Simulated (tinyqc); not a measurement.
Worked calculation: Pariser-Parr-Pople SCF with singles CI, for the molecule c1ccc2ccccc2c1 (SMILES; centres numbered as the heavy atoms are written). One step of it, computed by the program tinyqc.

Question. Iteration 1: orbitals and new P. Diagonalise F (the basis is taken as orthonormal) and form P = 2 sum c c over the lowest orbitals.

F (eV):
```
            1C         2C         3C         4C         5C         6C         7C         8C
1C   -5.595000  -3.902121   0.000000   0.423636   0.000000  -0.177052   0.000000   0.244719
2C   -3.902121  -5.595000  -4.226240   0.000000   0.244719   0.000000  -0.177052   0.000000
3C    0.000000  -4.226240  -5.595000  -3.772793   0.000000   0.244719   0.000000  -0.122366
4C    0.423636   0.000000  -3.772793  -5.595000  -3.772793   0.000000   0.423636   0.000000
5C    0.000000   0.244719   0.000000  -3.772793  -5.595000  -4.226240   0.000000   0.637155
6C   -0.177052   0.000000   0.244719   0.000000  -4.226240  -5.595000  -3.902121   0.000000
7C    0.000000  -0.177052   0.000000   0.423636   0.000000  -3.902121  -5.595000  -4.226240
8C    0.244719   0.000000  -0.122366   0.000000   0.637155   0.000000  -4.226240  -5.595000
9C    0.000000   0.423636   0.000000  -3.675118   0.000000   0.423636   0.000000  -3.772793
10C  -4.226240   0.000000   0.637155   0.000000  -0.122366   0.000000   0.244719   0.000000

            9C        10C
1C    0.000000  -4.226240
2C    0.423636   0.000000
3C    0.000000   0.637155
4C   -3.675118   0.000000
5C    0.000000  -0.122366
6C    0.423636   0.000000
7C    0.000000   0.244719
8C   -3.772793   0.000000
9C   -5.595000  -3.772793
10C  -3.772793  -5.595000
```

pi electrons, sum of z_r less the charge = 10

Give: orbital energies; P after iteration 1.

Answer.

orbital energies (eV): -13.8781  -12.0795  -11.1475  -10.1039  -9.1140  -2.0760  -1.0861  -0.0425  0.8895  2.6881

P after iteration 1:
```
          1C       2C       3C       4C       5C       6C       7C       8C
1C    1.0000   0.5947   0.0000  -0.2465   0.0000   0.1464   0.0000  -0.1601
2C    0.5947   1.0000   0.7338   0.0000  -0.1601   0.0000   0.1464   0.0000
3C    0.0000   0.7338   1.0000   0.5463   0.0000  -0.1601   0.0000   0.0883
4C   -0.2465   0.0000   0.5463   1.0000   0.5463   0.0000  -0.2465   0.0000
5C    0.0000  -0.1601   0.0000   0.5463   1.0000   0.7338   0.0000  -0.3600
6C    0.1464   0.0000  -0.1601   0.0000   0.7338   1.0000   0.5947   0.0000
7C    0.0000   0.1464   0.0000  -0.2465   0.0000   0.5947   1.0000   0.7338
8C   -0.1601   0.0000   0.0883   0.0000  -0.3600   0.0000   0.7338   1.0000
9C    0.0000  -0.2465   0.0000   0.5306   0.0000  -0.2465   0.0000   0.5463
10C   0.7338   0.0000  -0.3600   0.0000   0.0883   0.0000  -0.1601   0.0000

          9C      10C
1C    0.0000   0.7338
2C   -0.2465   0.0000
3C    0.0000  -0.3600
4C    0.5306   0.0000
5C    0.0000   0.0883
6C   -0.2465   0.0000
7C    0.0000  -0.1601
8C    0.5463   0.0000
9C    1.0000   0.5463
10C   0.5463   1.0000
```
